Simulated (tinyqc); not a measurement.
Wide-gap-emitter heterojunction bipolar transistor, Gummel numbers and transit times: one step of the calculation.

One-dimensional n-p-n transistor in the forward active mode at low injection. In the base p(x) = NB exp(-eta x/wb) and ni(x)^2 = ni^2 exp((g0 + g1 x/wb)/Vt); electrons leave the base at vsat; band spikes at the emitter junction and recombination inside the emitter are ignored.

Problem. Base Gummel number and transit time. f(x) = p(x) ni^2/ni(x)^2; I(x) = integral from x to wb of f/Dn, plus f(wb)/vsat; base Gummel number GB = I(0); electron density per unit flux n/(J/q) = I/f; base transit time tauB = integral of I/f over the base. Trapezoid rule on 12 equal steps.

Inputs (values chosen for the exercise); band and dielectric values close to those of gallium arsenide:
- T = 400 K (temperature)
- vsat = 7.98e6 cm/s (saturation velocity)
- wb = 100 nm (neutral base width)
- NB = 4.7e19 cm^-3 (base doping at the emitter edge)
- eta = 0 (doping falls as exp(-eta x/wb))
- g0 = 0 eV (gap reduction at the emitter edge of the base)
- g1 = 0.006 eV (further gap reduction across the base (linear))
- Dn = 35 cm^2/s (electron diffusion coefficient in the base)

Constants: q = 1.602176634e-19 C, kB = 1.380649e-23 J/K, Vt = kB T/q. Results are converted to the units shown.

Find: x; f; I; I/f; GB; tauB.

Solution.

```
point	x (nm)	f (cm^-3)	I (s/cm^4)	I/f (s/cm)
0	0.0	4.700e19	1.727e13	3.675e-7
1	8.3	4.632e19	1.616e13	3.489e-7
2	16.7	4.566e19	1.507e13	3.300e-7
3	25.0	4.500e19	1.399e13	3.109e-7
4	33.3	4.435e19	1.292e13	2.914e-7
5	41.7	4.371e19	1.188e13	2.717e-7
6	50.0	4.308e19	1.084e13	2.517e-7
7	58.3	4.246e19	9.825e12	2.314e-7
8	66.7	4.185e19	8.821e12	2.108e-7
9	75.0	4.125e19	7.832e12	1.899e-7
10	83.3	4.065e19	6.857e12	1.687e-7
11	91.7	4.007e19	5.896e12	1.471e-7
12	100.0	3.949e19	4.949e12	1.253e-7
```

GB = 1.727e13 s/cm^4
tauB = 2.499 ps

Range of the model: Heavy doping makes emitter or base degenerate; gE and g0 are to be read as apparent gap changes that include this.

tinyqc, about 0.01 s, one thread, Intel Xeon 2.30GHz (shared host): `OMP_NUM_THREADS=1 python tinyqc.py 2320166 2320167 out.jsonl`
